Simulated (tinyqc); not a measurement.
# Worked calculation: ferroelectric with a first-order transition, Landau-Devonshire energy

Computed by the program tinyqc: `OMP_NUM_THREADS=1 python tinyqc.py 2860021 2860022 out.jsonl`, one thread of a shared Intel Xeon 2.30GHz, about 0.01 s for the whole run. Printed values are rounded.

One domain with free energy u = al P^2 + be P^4 + ga P^6 - E P, al = a0 (T - T0), be < 0 < ga (P in uC/cm^2, E in kV/cm, u in mJ/cm^3). Equilibrium: E = 2 al P + 4 be P^3 + 6 ga P^5; a state is stable against small changes where dE/dP > 0. The coercive field is that of uniform switching, which real films, switching by domains, do not reach.

Values chosen for this exercise:

| symbol | value | unit | meaning |
|---|---|---|---|
| a0 | 0.02 | kV cm/(uC K) | slope of the quadratic coefficient |
| T0 | 450 | K | Curie-Weiss temperature |
| be | -0.00099 | kV cm^5/uC^3 | quartic coefficient |
| ga | 3.1e-7 | kV cm^9/uC^5 | sixth-order coefficient |
| T | 300 | K | temperature |
| Ea | -240 | kV/cm | applied field |

Constants: eps0 = 8.8541878128e-14 F/cm where lengths are in cm. Results are converted to the units shown.

## Spontaneous polarisation, coercive field and susceptibility

Ps^2 = [-be + sqrt(be^2 - 3 al ga)]/(3 ga); Pc^2 = [-3 be + sqrt(9 be^2 - 15 al ga)]/(15 ga), Ec = -E(Pc); susceptibility chi = 1/(eps0 dE/dP).

al = -3 kV cm/uC
Ps = 56.1457 uC/cm^2
u(Ps) at E = 0 = -9583.96 mJ/cm^3
Pc = 40.8035 uC/cm^2
Ec = 303.465 kV/cm
chi at Ps = 230.649

## Transition temperatures

TC = T0 + be^2/(4 a0 ga), where u(Ps) = u(0); T1 = T0 + be^2/(3 a0 ga), where the polar minimum disappears. At TC the polarisation jumps from sqrt(-be/(2 ga)) to zero, with latent heat TC a0 Ps^2.

TC = 489.520 K
T1 = 502.694 K
jump of P = 39.9597 uC/cm^2
latent heat = 15.6331 J/cm^3

Thermal hysteresis can span T0 to T1, 52.7 K.

## Iteration 1: polarisation on the upper branch by Newton steps

P at the start = 78.6 uC/cm^2

f = 2 al P + 4 be P^3 + 6 ga P^5 - Ea, f' = 2 al + 12 be P^2 + 30 ga P^4, P(new) = P - f/f'.

f = 3425.36 kV/cm
f' = 275.561 kV cm/uC
P after iteration 1 = 66.1695 uC/cm^2

## Iteration 2: polarisation on the upper branch by Newton steps

As before.

f = 1055.11 kV/cm
f' = 120.269 kV cm/uC
P after iteration 2 = 57.3966 uC/cm^2

## Course of the iteration: polarisation on the upper branch by Newton steps

Stop when P changes by less than 1e-10 uC/cm^2, or after 40 iterations. The rule counts as met only at the stable state of positive P.

Course of the iteration:
```
iteration  P (uC/cm^2)  |change| (uC/cm^2)
1              66.1695                12.4
2              57.3966                8.77
3              51.9217                5.47
4              49.3494                2.57
5              48.7373               0.612
6              48.7039              0.0333
7              48.7038             9.63e-5
8              48.7038            8.03e-10
9              48.7038                   0
```

Converged in 9 iterations. At the end the number of correct digits about doubles with each step. There chi = 622, and the state is metastable, since the field opposes P.
